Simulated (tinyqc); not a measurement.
A spin-degenerate level with charging energy between two leads, rate equations: current against bias.

States 0, up, down and 2 with energies 0, e1 - Ez/2, e1 + Ez/2 and 2 e1 + U. mu_L = +V/2, mu_R = -V/2 (meV), f(x) = 1/(1 + exp(x/kB T)). A transition that adds one electron of given spin at the energy E has the rate G f(E - mu) from each lead, and its reverse G [1 - f(E - mu)]. I counts electrons leaving the left lead, times q.

Transition energies: 0-up e1 - Ez/2, 0-down e1 + Ez/2, up-2 e1 + U + Ez/2, down-2 e1 + U - Ez/2. dp/dt = W p; W_ji is the rate from state i to j, and each column sums to zero. Steady state: W p = 0 with sum p = 1. I = q GL sum over transitions i-j of [fL p_i - (1 - fL) p_j].

Parameters, values chosen for the exercise: charging energy of the second electron U = 9.8 meV; level e1 = -11.55 meV; tunnel rate to the left lead GL = 4.3 1/ns; tunnel rate to the right lead GR = 1.5 1/ns; temperature T = 7.6 K; Zeeman splitting Ez = 0 meV.

Constants: q = 1.602176634e-19 C, kB = 1.380649e-23 J/K, Vt = kB T/q. Results are converted to the units shown.

Current against bias:
```
V (mV)	I (pA)	I (GL + GR)/(q GL GR)	mean number	p(2)
0.98	32.30	0.1813	1.893	0.893
3.55	158.5	0.8897	1.762	0.762
6.12	255.4	1.433	1.628	0.628
8.69	278.9	1.565	1.595	0.595
11.25	282.5	1.586	1.590	0.590
13.82	283.1	1.589	1.589	0.589
16.39	283.5	1.591	1.589	0.589
18.96	285.5	1.602	1.586	0.588
21.53	297.3	1.668	1.568	0.581
24.1	329.3	1.848	1.522	0.564
26.67	350.8	1.969	1.491	0.553
29.24	355.5	1.995	1.484	0.550
31.8	356.2	1.999	1.483	0.550
```

Read the table: what changes, and by how much?

The scaled current rises from 0.181 to 2.00. A transition enters the bias window when V = 2 |E|: at 3.50, 23.1 mV, each step a few kB T = 0.655 meV wide. With all four transitions inside, the scaled current tends to 2 and the mean number to 2 GL/(GL + GR) = 1.48; the last row has 2.00 and 1.48.

Range of the model: Rate equations need hbar G well below kB T; cotunnelling and the Kondo effect are left out.

Numbers from tinyqc (`OMP_NUM_THREADS=1 python tinyqc.py 2780040 2780041 out.jsonl`; about 0.01 s on one thread of a shared Intel Xeon 2.30GHz).
